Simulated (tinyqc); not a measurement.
Changing the valence weight f_v of the site orbital: deep trap from a strong local potential in a two-band host (Koster-Slater model with semi-elliptic bands). Computed by tinyqc, a small Python program. Command: `OMP_NUM_THREADS=1 python tinyqc.py 3031266 3031267 out.jsonl deeptrap sweep`. One thread of a shared host (Intel(R) Xeon(R) Processor @ 2.30GHz), about 0.03 s of CPU time with the checks.

The valence band spans -2 W_v to 0 and the conduction band E_g to E_g + 2 W_c. The orbital at the impurity site has weight f_v in the valence band and 1 - f_v in the conduction band, each spread as a semi-ellipse (2/(pi W^2)) sqrt(W^2 - x^2) about the band centre. The impurity adds U to this orbital. Spin is left out.

Inputs (values chosen for the exercise, for a model semiconductor): gap E_g = 3.16 eV; half-width of the valence band W_v = 3.2 eV; half-width of the conduction band W_c = 5.7 eV; impurity potential U = -19.1 eV.

Impurity: attractive, donor-like.

Method:
- In the gap G(E) = f_v (2/W_v^2)[x - sqrt(x^2 - W_v^2)] - (1 - f_v)(2/W_c^2)[y - sqrt(y^2 - W_c^2)], x = E + W_v, y = E_g + W_c - E.
- G falls across the gap from G(0) to G(E_g). A repulsive U binds if U > 1/G(0), an attractive one if U < 1/G(E_g); the vacancy level (U infinite) solves G(E) = 0 (bisection).
- The trap level solves G(E) = 1/U (bisection). With D = -dG/dE = D_v + D_c, D_v = f_v (2/W_v^2)[x/sqrt(x^2 - W_v^2) - 1] and D_c = (1 - f_v)(2/W_c^2)[y/sqrt(y^2 - W_c^2) - 1], the weight on the impurity orbital is 1/(U^2 D) and the conduction-band character is D_c/D.

One run for each value; columns: (1) valence weight f_v of the site orbital; (2) vacancy level (eV); (3) trap level E_t (eV); (4) repulsive threshold (eV); (5) attractive threshold (eV):
```
(1)      (2)     (3)     (4)      (5)
0.28  0.5185  1.5283  12.056   -4.869
0.33  0.8984  1.9565   8.293   -5.573
0.43  1.7137  2.6637   5.105   -7.845
0.48  2.1142  2.9241   4.282   -9.854
0.52  2.4171  3.0732   3.793  -12.391
0.57  2.7569  3.1593   3.319  -18.273
```

Give the missing row, valence weight f_v of the site orbital = 0.38.

Computed row; columns: (1) valence weight f_v of the site orbital; (2) vacancy level (eV); (3) trap level E_t (eV); (4) repulsive threshold (eV); (5) attractive threshold (eV):
```
(1)      (2)     (3)    (4)     (5)
0.38  1.3034  2.3375  6.320  -6.517
```

Interpolating between the two neighbouring rows (linearly) misses most in repulsive threshold (eV), by 6.0 %. Over the rows, vacancy level (eV) rises from 0.518 to 2.76 (exponent d ln y / d ln x 3.3 between the first rows and 1.4 between the last); trap level E_t (eV) rises from 1.53 to 3.16 (exponent d ln y / d ln x 1.5 between the first rows and 0.30 between the last); repulsive threshold (eV) falls from 12.1 to 3.32 (exponent d ln y / d ln x -2.3 between the first rows and -1.5 between the last). More valence weight in the site orbital pushes the zero of G, the vacancy level, up the gap. Left out: 0.620, 0.670 (the potential is below the binding threshold). Left out: 0.720 (the vacancy level lies outside the gap).
